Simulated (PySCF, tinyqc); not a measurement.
Worked calculation: FCI on RHF in the 6-31g basis, for H2, spin multiplicity 1. The lowest restricted solution is unstable here: a spin-polarised one lies 0.0084 hartree lower (PySCF). One step of it, computed by the program tinyqc.

Task: FCI: roots. Diagonalise (each vector has its largest component positive (the first on a tie)); all determinants have Ms = 0, so triplets appear too. The lowest singlet root is the correlation energy.

Occupation strings over the orbitals (2 doubly, a alpha, b beta, 0 empty; spin orbitals ordered 1a 1b 2a 2b ...): 2000 ab00 a0b0 a00b ba00 b0a0 b00a 0200 0ab0 0a0b 0ba0 0020 00ab 0b0a 00ba 0002

H - E(HF) between determinants (hartree):
```
           2000       ab00       a0b0       a00b       ba00       b0a0       b00a       0200
2000   0.000000   0.000000   0.000000   0.000000   0.000000   0.000000   0.000000   0.134029
ab00   0.000000   0.233897   0.045345   0.000000  -0.134029   0.074068   0.000000   0.000000
a0b0   0.000000   0.045345   1.085229   0.000000   0.074068  -0.084382   0.000000   0.000000
a00b   0.000000   0.000000   0.000000   1.095569   0.000000   0.000000  -0.078648   0.050565
ba00   0.000000  -0.134029   0.074068   0.000000   0.233897   0.045345   0.000000   0.000000
b0a0   0.000000   0.074068  -0.084382   0.000000   0.045345   1.085229   0.000000   0.000000
b00a   0.000000   0.000000   0.000000  -0.078648   0.000000   0.000000   1.095569  -0.050565
0200   0.134029   0.000000   0.000000   0.050565   0.000000   0.000000  -0.050565   0.506078
0ab0  -0.074068   0.000000   0.000000  -0.151349   0.000000   0.000000   0.067684   0.077876
0a0b   0.000000   0.050565  -0.151349   0.000000   0.019136   0.078013   0.000000   0.000000
0ba0   0.074068   0.000000   0.000000   0.067684   0.000000   0.000000  -0.151349  -0.077876
0020   0.084382   0.000000   0.000000   0.114425   0.000000   0.000000  -0.114425   0.087053
00ab   0.000000  -0.067684   0.114425   0.000000   0.078013  -0.035198   0.000000   0.000000
0b0a   0.000000   0.019136   0.078013   0.000000   0.050565  -0.151349   0.000000   0.000000
00ba   0.000000   0.078013  -0.035198   0.000000  -0.067684   0.114425   0.000000   0.000000
0002   0.078648   0.000000   0.000000   0.017994   0.000000   0.000000  -0.017994   0.057995

           0ab0       0a0b       0ba0       0020       00ab       0b0a       00ba       0002
2000  -0.074068   0.000000   0.074068   0.084382   0.000000   0.000000   0.000000   0.078648
ab00   0.000000   0.050565   0.000000   0.000000  -0.067684   0.019136   0.078013   0.000000
a0b0   0.000000  -0.151349   0.000000   0.000000   0.114425   0.078013  -0.035198   0.000000
a00b  -0.151349   0.000000   0.067684   0.114425   0.000000   0.000000   0.000000   0.017994
ba00   0.000000   0.019136   0.000000   0.000000   0.078013   0.050565  -0.067684   0.000000
b0a0   0.000000   0.078013   0.000000   0.000000  -0.035198  -0.151349   0.114425   0.000000
b00a   0.067684   0.000000  -0.151349  -0.114425   0.000000   0.000000   0.000000  -0.017994
0200   0.077876   0.000000  -0.077876   0.087053   0.000000   0.000000   0.000000   0.057995
0ab0   1.333766   0.000000  -0.087053   0.021576   0.000000   0.000000   0.000000  -0.085058
0a0b   0.000000   1.340691   0.000000   0.000000   0.031574  -0.057995   0.085058   0.000000
0ba0  -0.087053   0.000000   1.333766  -0.021576   0.000000   0.000000   0.000000   0.085058
0020   0.021576   0.000000  -0.021576   2.225270   0.000000   0.000000   0.000000   0.209425
00ab   0.000000   0.031574   0.000000   0.000000   2.222221   0.085058  -0.209425   0.000000
0b0a   0.000000  -0.057995   0.000000   0.000000   0.085058   1.340691   0.031574   0.000000
00ba   0.000000   0.085058   0.000000   0.000000  -0.209425   0.031574   2.222221   0.000000
0002  -0.085058   0.000000   0.085058   0.209425   0.000000   0.000000   0.000000   2.229848
```

Give: lowest roots of this matrix, relative to E(HF); lowest vectors; <S^2> of these roots; weight of the ground state by excitation level 0, 1, 2, ....

Result:

lowest roots of this matrix, relative to E(HF) (hartree): -0.049  0.079  0.357  0.512  0.990  0.992  1.021  1.044

lowest vectors:
```
      root 1  root 2  root 3  root 4
2000   0.963   0.000   0.000   0.259
ab00   0.000   0.699   0.705   0.000
a0b0   0.000  -0.095   0.011   0.000
a00b   0.025   0.000   0.000  -0.092
ba00   0.000   0.699  -0.705   0.000
b0a0   0.000  -0.095  -0.011   0.000
b00a  -0.025   0.000   0.000   0.092
0200  -0.249   0.000   0.000   0.947
0ab0   0.065   0.000   0.000  -0.086
0a0b   0.000  -0.047  -0.016   0.000
0ba0  -0.065   0.000   0.000   0.086
0020  -0.028   0.000   0.000  -0.041
00ab   0.000   0.003   0.048   0.000
0b0a   0.000  -0.047   0.016   0.000
00ba   0.000   0.003  -0.048   0.000
0002  -0.020   0.000   0.000  -0.045
```

<S^2> of these roots: 0.000  2.000  0.000  0.000  2.000  2.000  0.000  0.000

weight of the ground state by excitation level 0, 1, 2, ...: 0.927  0.001  0.071
